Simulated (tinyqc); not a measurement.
# MOS capacitor on a p-type substrate, surface potential from the exact charge relation: two studies

Uniform p-type substrate, Boltzmann statistics, full ionisation, classical densities. psi is the surface potential against the body (positive when the bands bend down) and u = psi/Vt. Traps are spread evenly over the gap and neutral at flat band, so their charge is -q Dit psi; the minority quasi-Fermi level is shifted by Vb.

Values chosen for this exercise; band and dielectric values those of a made-up semiconductor:
- T = 325 K (temperature)
- Eg = 1.22 eV (band gap)
- eps_r = 14.8 (relative permittivity)
- Nc = 2.81e19 cm^-3 (conduction-band density of states at T)
- Nv = 2.65e19 cm^-3 (valence-band density of states at T)
- chi = 3.92 eV (electron affinity)
- N = 2.5e15 cm^-3 (acceptor density of the substrate)
- eox = 3.9 (relative permittivity of the gate insulator (close to silicon dioxide))
- tox = 8.2 nm (insulator thickness)
- phiM = 4.56 eV (gate work function)
- Nf = -2.2e10 cm^-2 (fixed charge at the interface, in units of q)
- Dit = 1.6e12 cm^-2 eV^-1 (density of interface traps)
- Vb = 0 V (reverse bias of the inversion layer against the body)

Constants: q = 1.602176634e-19 C, kB = 1.380649e-23 J/K, Vt = kB T/q, eps0 = 8.8541878128e-14 F/cm where lengths are in cm. Results are converted to the units shown.

Each table varies one quantity; the others keep the values above.

## Capacitance-voltage curves

ni = sqrt(Nc Nv) exp(-Eg/(2 Vt)), Eg in volts; phiF = Vt ln(N/ni); Cox = eps0 eox/tox; Vfb = phiM - chi - (Eg - Vt ln(Nv/N)) - q Nf/Cox; Q0 = sqrt(2 eps0 eps_r q N Vt); r = (ni/N)^2 exp(-Vb/Vt); VT = Vfb + [(2 phiF + Vb)(1 + q Dit/Cox) + sqrt(2 eps0 eps_r q N (2 phiF + Vb))/Cox]. u = psi/Vt; F^2 = exp(-u) + u - 1 + r (exp(u) - u - 1); Qs = -sign(u) Q0 F; Cs = -dQs/dpsi = (Q0/Vt) |1 - exp(-u) + r (exp(u) - 1)|/(2 F). psi solves Vg = Vfb + psi + (q Dit psi - Qs)/Cox. Low frequency: 1/C_LF = 1/Cox + 1/(Cs + q Dit). High frequency, in the simple estimate in which traps and minority carriers do not follow: 1/C_HF = 1/Cox + 1/Cd, Cd being Cs with r = 0 at the same psi. Deep depletion: r = 0 and Dit = 0 both in the equation for psi and in Cs. Minority sheet density N_inv = (Q0/(2 q)) int_0^u r (exp(t) - 1)/F(t) dt for u > 0. N_inv under 1 cm^-2 is printed as 0. Regimes: accumulation when majority carriers gather, then depletion up to |psi| = phiF + Vb, weak inversion up to 2 phiF + Vb, strong inversion beyond.

Results:

| Vg (V) | psi (V) | C_LF/Cox | C_HF/Cox | C_deep/Cox | N_inv (cm^-2) | regime |
|---|---|---|---|---|---|---|
| -0.85 | -0.1698 | 0.8438 | 0.8274 | 0.8639 | 0 | accumulation |
| -0.5 | -0.08444 | 0.6310 | 0.5242 | 0.6142 | 0 | accumulation |
| -0.14 | 0.09452 | 0.4291 | 0.1251 | 0.1003 | 5.166 | depletion |
| 0.56 | 0.5089 | 0.3991 | 0.05256 | 0.04184 | 4.719e6 | weak inversion |
| 0.91 | 0.7183 | 0.4258 | 0.04425 | 0.03518 | 6.760e9 | strong inversion |
| 1.27 | 0.8525 | 0.7988 | 0.04065 | 0.03084 | 3.747e11 | strong inversion |
| 1.62 | 0.9015 | 0.9003 | 0.03953 | 0.02787 | 1.086e12 | strong inversion |
| 1.97 | 0.9293 | 0.9357 | 0.03894 | 0.02561 | 1.888e12 | strong inversion |

Estimate the missing row, Vg = 0.21 V.

Computed row:

| Vg (V) | psi (V) | C_LF/Cox | C_HF/Cox | C_deep/Cox | N_inv (cm^-2) | regime |
|---|---|---|---|---|---|---|
| 0.21 | 0.2996 | 0.4057 | 0.06874 | 0.05465 | 3671 | depletion |

With this row back in the table: C_LF/Cox is lowest, 0.399, at Vg = 0.56 V (weak inversion) among the rows listed and is 0.936 in the last row, where C_HF/Cox is 0.0389 and the deep-depletion value 0.0256. Vfb = -0.312 V, where C_HF/Cox = 0.245 (Cox in series with eps0 eps_r/LD), and VT = 0.877 V. Over the last two rows psi moves by only 0.080 V a volt of gate bias, since the inversion charge screens the body. The traps add q Dit = 0.61 Cox beside Cs, which lifts C_LF above C_HF even in depletion. In strong accumulation and inversion degeneracy and confinement, left out here, lower the capacitance.

## Effect of the fixed charge at the interface on threshold and swing

ni = sqrt(Nc Nv) exp(-Eg/(2 Vt)), Eg in volts; phiF = Vt ln(N/ni); Cox = eps0 eox/tox; Vfb = phiM - chi - (Eg - Vt ln(Nv/N)) - q Nf/Cox; VT = Vfb + [(2 phiF + Vb)(1 + q Dit/Cox) + sqrt(2 eps0 eps_r q N (2 phiF + Vb))/Cox]. gamma = sqrt(2 eps0 eps_r q N)/Cox; Wm = sqrt(2 eps0 eps_r (2 phiF + Vb)/(q N)); m = 1 + (eps0 eps_r/Wm + q Dit)/Cox; swing m Vt ln 10; Cmin/Cox = 1/(1 + Cox Wm/(eps0 eps_r)).

The same in every row: 2 phiF (V) = 0.6992; gamma (V^0.5) = 0.07694; Wm (nm) = 676.4; m = 1.655; swing (mV/decade) = 106.7; Cmin/Cox = 0.04398.

Effect of the fixed charge at the interface on threshold and swing:

| Nf (cm^-2) | Vfb (V) | VT (V) |
|---|---|---|
| -4e11 | -0.1682 | 1.021 |
| -2e11 | -0.2443 | 0.9448 |
| 0 | -0.3204 | 0.8687 |
| 2e11 | -0.3965 | 0.7927 |
| 4e11 | -0.4726 | 0.7166 |
| 6e11 | -0.5487 | 0.6405 |
| 8e11 | -0.6248 | 0.5644 |

What does the comparison show?

As Nf goes from -4e11 to 8e11, VT falls from 1.02 to 0.564 V, the swing stays at 107 mV/decade and Cmin/Cox stays at 0.0440. The whole change of VT is that of Vfb: the curve shifts rigidly.

Program tinyqc, `OMP_NUM_THREADS=1 python tinyqc.py 2060061 2060062 out.jsonl`; Intel Xeon 2.30GHz, shared host, one thread, about 0.01 s.
